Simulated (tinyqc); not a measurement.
Raman shift of the zone-centre optical phonon of a diamond-structure crystal under stress: one step, computed by the program tinyqc.

Axes x, y, z are the cube axes. Strain shifts the threefold optical mode and can split it; p, q and r are the phonon deformation potentials.

Problem. Heating mistaken for stress. A temperature above 300 K shifts the line by (d omega/dT)(T - 300 K); divided by the shift per stress it poses as a stress; the total shift adds it to the shift of the observed line. The anti-Stokes to Stokes ratio is [(omega_L + omega_0)/(omega_L - omega_0)]^3 exp(-h c omega_0/(k_B T)) in photon counts, omega_L = 1/wavelength, resonance effects left out.

Inputs (values chosen for the exercise, modelled on germanium):
```
quantity                             value      unit
unstrained frequency omega_0         300.1      1/cm
temperature coefficient d omega/dT  -0.015  1/(cm K)
local temperature T                    360         K
laser wavelength                     457.9        nm
```

Stress state: hydrostatic. Axis: none.

shift per stress = -3.475705 1/(cm GPa)

shift of the observed line = 0.7646550 1/cm

Constants: h = 6.62607015e-34 J s; c = 299792458 m/s; k_B = 1.380649e-23 J/K.

Give: thermal shift; apparent stress from heating; total shift; anti-Stokes/Stokes ratio.

Solution.

thermal shift = -0.9 1/cm

apparent stress from heating = 0.2589 GPa

total shift = -0.1353 1/cm

anti-Stokes/Stokes ratio = 0.3273

Caution: this stress has components normal to the (001) face, so it cannot reach a free (001) surface; it can act on buried material.
